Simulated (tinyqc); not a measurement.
# Worked calculation: Weibull analysis of times to dielectric breakdown, with area scaling

Numbers from tinyqc (`OMP_NUM_THREADS=1 python tinyqc.py 2070037 2070038 out.jsonl`; about 0.01 s on one thread of a shared Intel Xeon 2.30GHz). Printed values are rounded.

Breakdown times follow F(t) = 1 - exp(-(t/t63)^beta). The 11 times below were drawn at random from beta = 3.5, t63 = 330 s and are treated as data; all samples failed.

Inputs (values chosen for the exercise): area of a test capacitor A1 = 96 um^2; gate area of the product A2 = 2.1e5 um^2; allowed share of failed products Fp = 0.001.

## Median ranks and the Weibull scale

t, i 1 to 11 (s): 201  239  284  300  335  390  391  408  442  442  453

F_i = (i - 0.3)/(n + 0.4) for the sorted times, W_i = ln(-ln(1 - F_i)).

```
i          F         W     ln t
1   0.061404  -2.75877  5.30330
2   0.149123  -1.82333  5.47646
3   0.236842  -1.30826  5.64897
4   0.324561  -0.93549  5.70378
5   0.412281  -0.63204  5.81413
6   0.500000  -0.36651  5.96615
7   0.587719  -0.12098  5.96871
8   0.675439   0.11803  6.01127
9   0.763158   0.36489  6.09131
10  0.850877   0.64342  6.09131
11  0.938596   1.02614  6.11589
```

## Straight-line fit

Least squares of W on ln t: beta = sum (x - mean x)(W - mean W)/sum (x - mean x)^2 with x = ln t, and ln t63 = mean x - mean W/beta.

beta = 4.06305
t63 = 389.625 s

beta is 16 % above the value that made the data and t63 18 % above it.

## Iteration 1: likelihood estimate of beta

beta at the start = 4.1

Maximum likelihood: a(beta) = 1/beta with a = sum t^beta ln t/sum t^beta - mean ln t. Averaged step: beta(new) = [beta + 1/a(beta)]/2.

beta after iteration 1 = 4.99059

## Iteration 2: likelihood estimate of beta

As before.

beta after iteration 2 = 5.17686

## Course of the iteration

Stop when beta changes by less than 1e-9, or after 40 iterations.

Course of the iteration:
```
iteration     beta    change
1          4.99059     0.891
2          5.17686     0.186
3          5.22875    0.0519
4          5.24382    0.0151
5          5.24825   4.42e-3
6          5.24955   1.30e-3
7          5.24993   3.84e-4
8          5.25005   1.13e-4
9          5.25008   3.34e-5
10         5.25009   9.83e-6
11         5.25009   2.90e-6
12         5.25009   8.55e-7
13         5.25009   2.52e-7
14         5.25009   7.43e-8
15         5.25009   2.19e-8
16         5.25009   6.46e-9
17         5.25009   1.90e-9
18         5.25009  5.61e-10
```

Converged in 18 iterations.

## Scale parameter and projection to the product

converged beta = 5.25009

t63 = (mean of t^beta)^(1/beta). Defects are spread at random, so -ln(1 - F) is proportional to the area: t63(A2) = t63 (A1/A2)^(1/beta), and the time to the share Fp is t63(A2) (-ln(1 - Fp))^(1/beta).

t63 = 385.382 s
t63 of the product = 89.0680 s
time to Fp = 23.8971 s
decades lost against t63 = 1.20755

The straight-line values give 10.7 s for the time to Fp and the values that made the data 5.10 s: with 11 samples beta is uncertain by about 0.78/sqrt(n) = 24 %, and the projection hangs on 1/beta.
